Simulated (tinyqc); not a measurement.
Gap voltage and exponent from three temperatures.

Problem. At constant current VBE(T) = Vg0 - a T - eta (kB T/q) ln T, where a is a constant. Find Vg0, eta and dVBE/dT at the middle temperature.

Constants: q = 1.602176634e-19 C, kB = 1.380649e-23 J/K. Results are converted to the units shown.

T (K): [233, 253, 300]
VBE at a constant current (V): [0.8755905719, 0.8407579222, 0.7569796708]

Solution. The relation is linear in Vg0, a and eta, so three points give a linear system; the slope is (VBE - Vg0 - eta kB T/q)/T. eta rests on the curvature of VBE(T) alone, so real fits need accuracy of some tens of microvolts or better.

Vg0 = 1.20 V
eta = 3.70
dVBE/dT = -1.75 mV/K

Numbers from tinyqc (`OMP_NUM_THREADS=1 python tinyqc.py 2062062 2062063 out.jsonl`; about 0.02 s on one thread of a shared Intel Xeon 2.30GHz).
